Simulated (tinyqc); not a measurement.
## Mobility, diffusion coefficient and lifetime from two collectors

Question. For an injected sheet in a field F the peak time tp at distance L obeys u^2 tp^2 + 2 D tp = L^2 with u^2 = v^2 + 4 D/tau, and the pulse area goes as exp(L (v - u)/(2 D)); v = mu F. Find u, D, mu and tau without using the Einstein relation.

Parameters, values chosen for the exercise:

| symbol | value | unit | meaning |
|---|---|---|---|
| F | 46 | V/cm | sweep field along the drift |

distances (um): [19, 47]
peak times (us): [0.00625229182, 0.0171245109]
ratio of the areas, far over near = 0.275958360

Answer. The two peak times give two linear equations for u^2 and D; the area ratio gives v - u, and u^2 - v^2 = 4 D/tau gives tau.

u = 2.560e5 cm/s
D = 83.80 cm^2/s
mu = 3890 cm^2/(V s)
tau = 1.000e-8 s

Computed by the program tinyqc: `OMP_NUM_THREADS=1 python tinyqc.py 2310111 2310112 out.jsonl`, one thread of a shared Intel Xeon 2.30GHz, about 0.01 s for the whole run.
